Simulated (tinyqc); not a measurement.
Worked calculation: coupled-perturbed Hartree-Fock on RHF in the 6-31g basis, for HeH+, spin multiplicity 1. Computed by tinyqc, a small Python program that keeps every step (integrals from PySCF). Settings: charge = 1, multiplicity = 1, basis = 6-31g, method = RHF, energy threshold = 1e-10, iteration cap = 61, orthogonalisation = symmetric, start = core, DIIS depth = 6. Command: `OMP_NUM_THREADS=1 python tinyqc.py 22332 22333 out.jsonl` (the two numbers bound the seeds that draw the settings). One thread of a shared host (Intel(R) Xeon(R) Processor @ 2.60GHz), about 0.1 s of CPU time with the checks. The early iterations of the SCF are left out here.

## One-electron integrals

Geometry (angstrom):

| atom | x | y | z |
|---|---|---|---|
| He | 0.00000 | 0.00000 | 0.00000 |
| H | 0.00000 | 0.00000 | 1.09100 |

Basis 6-31g: exponents (1/bohr^2) and contraction coefficients of normalised primitives:

| element | l (shell) | exponent | coefficient |
|---|---|---|---|
| He | s (1) | 38.42163 | 0.04014 |
| He | s (1) | 5.77803 | 0.26125 |
| He | s (1) | 1.24177 | 0.79318 |
| He | s (2) | 0.29796 | 1.00000 |
| H | s (1) | 18.73114 | 0.03349 |
| H | s (1) | 2.82539 | 0.23473 |
| H | s (1) | 0.64012 | 0.81376 |
| H | s (2) | 0.16128 | 1.00000 |

Overlap, kinetic and nuclear-attraction integrals over the contracted functions; the nuclear repulsion is the sum of Za Zb / Rab.

nuclear repulsion = 0.9700774 hartree

overlap S, lower triangle:
```
         1He 1s   1He 2s    2H 1s    2H 2s
1He 1s  1.00000
1He 2s  0.63415  1.00000
2H 1s   0.11195  0.34289  1.00000
2H 2s   0.24610  0.59789  0.65829  1.00000
```

kinetic energy T (hartree), lower triangle:
```
          1He 1s   1He 2s    2H 1s    2H 2s
1He 1s   2.92565
1He 2s   0.46723  0.44695
2H 1s   -0.05109  0.08625  1.39568
2H 2s    0.06292  0.13204  0.25974  0.24192
```

nuclear attraction V (hartree), lower triangle:
```
          1He 1s    1He 2s     2H 1s     2H 2s
1He 1s  -5.29032
1He 2s  -2.32114  -2.21534
2H 1s   -0.37088  -0.81833  -2.62268
2H 2s   -0.85612  -1.20365  -1.37578  -1.51612
```

core Hamiltonian H = T + V (hartree), lower triangle:
```
          1He 1s    1He 2s     2H 1s     2H 2s
1He 1s  -2.36466
1He 2s  -1.85392  -1.76839
2H 1s   -0.42197  -0.73208  -1.22701
2H 2s   -0.79320  -1.07162  -1.11604  -1.27420
```

## Two-electron integrals

Functions are numbered as in S; the eight-fold symmetry (ij|kl) = (ji|kl) = (kl|ij) leaves the list below.

Two-electron integrals (ij|kl) in chemists' order, unique and non-zero (hartree):
```
(11|11) 1.54394   (21|11) 0.78545   (21|21) 0.42703   (22|11) 0.80395
(22|21) 0.47619   (22|22) 0.61594   (31|11) 0.12037   (31|21) 0.06774
(31|22) 0.07968   (31|31) 0.01394   (32|11) 0.21818   (32|21) 0.13367
(32|22) 0.18616   (32|31) 0.03100   (32|32) 0.09469   (33|11) 0.48325
(33|21) 0.30467   (33|22) 0.45890   (33|31) 0.07680   (33|32) 0.29141
(33|33) 1.07657   (41|11) 0.28898   (41|21) 0.15908   (41|22) 0.18096
(41|31) 0.02730   (41|32) 0.05602   (41|33) 0.13041   (41|41) 0.06073
(42|11) 0.40062   (42|21) 0.24208   (42|22) 0.32863   (42|31) 0.04600
(42|32) 0.12274   (42|33) 0.33265   (42|41) 0.09578   (42|42) 0.19329
(43|11) 0.31379   (43|21) 0.19670   (43|22) 0.29286   (43|31) 0.04685
(43|32) 0.16734   (43|33) 0.57847   (43|41) 0.08310   (43|42) 0.20647
(43|43) 0.32942   (44|11) 0.42986   (44|21) 0.26791   (44|22) 0.39664
(44|31) 0.05654   (44|32) 0.18583   (44|33) 0.58740   (44|41) 0.10960
(44|42) 0.26360   (44|43) 0.36130   (44|44) 0.45315
```

## Orthogonalisation

S = U s U^T; symmetric (Loewdin) form X = U s^(-1/2) U^T, so that X^T S X = 1.

eigenvalues of S: 0.21635  0.38067  1.07483  2.32815

X, lower triangle:
```
          1He 1s    1He 2s     2H 1s    2H 2s
1He 1s   1.23180
1He 2s  -0.48376   1.46425
2H 1s    0.01807  -0.03077   1.24808
2H 2s    0.05012  -0.43803  -0.46806  1.44652
```

## Iteration 6 (converged): orbitals

converged F (hartree), lower triangle:
```
          1He 1s    1He 2s     2H 1s     2H 2s
1He 1s  -1.05253
1He 2s  -1.31466  -0.91775
2H 1s   -0.43191  -0.50173  -0.32441
2H 2s   -0.66829  -0.62385  -0.59783  -0.58534
```

Diagonalise F' = X^T F X, C = X C', fill 1 alpha and 1 beta electrons from the bottom; D = 2 C_occ C_occ^T. Each column has its largest component positive (the first on a tie).

F' = X^T F X (hartree), lower triangle:
```
          1         2         3         4
1  -0.31041
2  -1.18469   0.06911
3  -0.11823  -0.17640   0.07755
4  -0.16275  -0.20941  -0.48357  -0.09914
```

orbital energies (hartree): MO1 -1.43750, MO2 -0.38932, MO3 0.48068, MO4 1.08325

coefficients C:
```
            MO1       MO2       MO3       MO4
1He 1s  0.59242  -0.21965   0.03330  -1.16356
1He 2s  0.44315  -0.45687  -0.28401   1.44398
2H 1s   0.13492   0.41950  -1.25612  -0.07760
2H 2s   0.04095   0.82206   1.29550  -0.38747
```

D after iteration 6, lower triangle:
```
         1He 1s   1He 2s    2H 1s    2H 2s
1He 1s  0.70191
1He 2s  0.52506  0.39277
2H 1s   0.15985  0.11958  0.03640
2H 2s   0.04852  0.03630  0.01105  0.00335
```

## Convergence

Stop when the energy changes by less than 1e-10 hartree and every element of the error matrix X^T (F D S - S D F) X is below 3e-06.

Course of the cycle:

| iteration | E (hartree) | change | largest element of the error matrix |
|---|---|---|---|
| 1 | -2.7591109 | - | 6.35e-01 |
| 2 | -2.8861353 | -1.27e-01 | 3.63e-02 |
| 3 | -2.8871861 | -1.05e-03 | 3.15e-03 |
| 4 | -2.8872033 | -1.72e-05 | 2.05e-04 |
| 5 | -2.8872034 | -5.78e-08 | 3.53e-06 |
| 6 | -2.8872034 | -1.05e-11 | 1.74e-07 |

PySCF RHF in the same basis = -2.8872034 hartree

Converged in 6 iterations.

## Integrals over molecular orbitals

(pq|rs) = sum C_ip C_jq C_kr C_ls (ij|kl), one index at a time.

one-electron integrals over orbitals h = C^T H C (hartree), lower triangle:
```
          1         2         3         4
1  -2.41978
2   0.15986  -1.25227
3  -0.00175   0.16910  -0.31936
4   0.27207  -0.17804  -0.01654  -0.35297
```

Two-electron integrals over orbitals (pq|rs), unique and non-zero (hartree):
```
(11|11) 0.98227    (21|11) -0.15986   (21|21) 0.08335    (22|11) 0.47315
(22|21) 0.05353    (22|22) 0.58563    (31|11) 0.00175    (31|21) -0.02727
(31|22) -0.05830   (31|31) 0.02233    (32|11) -0.09818   (32|21) -0.03566
(32|22) -0.15552   (32|31) 0.04991    (32|32) 0.14225    (33|11) 0.41119
(33|21) 0.08155    (33|22) 0.58313    (33|31) -0.07752   (33|32) -0.19596
(33|33) 0.63867    (41|11) -0.27207   (41|21) 0.08290    (41|22) -0.04871
(41|31) -0.00751   (41|32) 0.01304    (41|33) -0.01893   (41|41) 0.19670
(42|11) 0.13047    (42|21) -0.03268   (42|22) 0.01932    (42|31) 0.00203
(42|32) -0.01316   (42|33) 0.01196    (42|41) -0.07146   (42|42) 0.03656
(43|11) 0.00451    (43|21) -0.00280   (43|22) -0.00752   (43|31) 0.00307
(43|32) -0.00112   (43|33) -0.00724   (43|41) 0.00996    (43|42) -0.00016
(43|43) 0.00573    (44|11) 0.81646    (44|21) -0.13734   (44|22) 0.40217
(44|31) 0.01095    (44|32) -0.06189   (44|33) 0.34678    (44|41) -0.21560
(44|42) 0.10201    (44|43) 0.00823    (44|44) 0.73599
```

## Response to a field: uncoupled start

dipole integrals <a|z|i> (bohr):
```
          i1
a2   0.61402
a3  -0.14166
a4  -0.12885
```

Field along z; U_ai = -mu_ai / (e_a - e_i), alpha = -4 sum U_ai mu_ai.

uncoupled U:
```
          i1
a2  -0.58580
a3   0.07385
a4   0.05112
```

uncoupled polarisability = 1.50696 bohr^3

## Coupled step 1

U_ai = -(mu_ai + sum_bj [4 (ai|bj) - (ab|ij) - (aj|bi)] U_bj) / (e_a - e_i); alpha = -4 sum U_ai mu_ai.

U after step 1:
```
          i1
a2  -0.71741
a3   0.09282
a4   0.08398
```

polarisability = 1.85789 bohr^3

## Coupled step 2

As before.

U after step 2:
```
          i1
a2  -0.74942
a3   0.09782
a4   0.09330
```

polarisability = 1.94416 bohr^3

## Coupled polarisability

Repeat until U stops changing; compare with -d2E/dF2.

Course of the coupled iterations:

| step | alpha (bohr^3) |
|---|---|
| 0 | 1.50696 |
| 1 | 1.85789 |
| 2 | 1.94416 |
| 3 | 1.96565 |
| 4 | 1.97101 |
| 5 | 1.97235 |
| 6 | 1.97269 |
| 7 | 1.97277 |
| 8 | 1.97280 |
| 9 | 1.97280 |
| 10 | 1.97280 |
| 11 | 1.97280 |
| 12 | 1.97280 |
| 13 | 1.97280 |

coupled polarisability = 1.97280 bohr^3

finite-field check, fields of +/-0.001 au = 1.97281 bohr^3
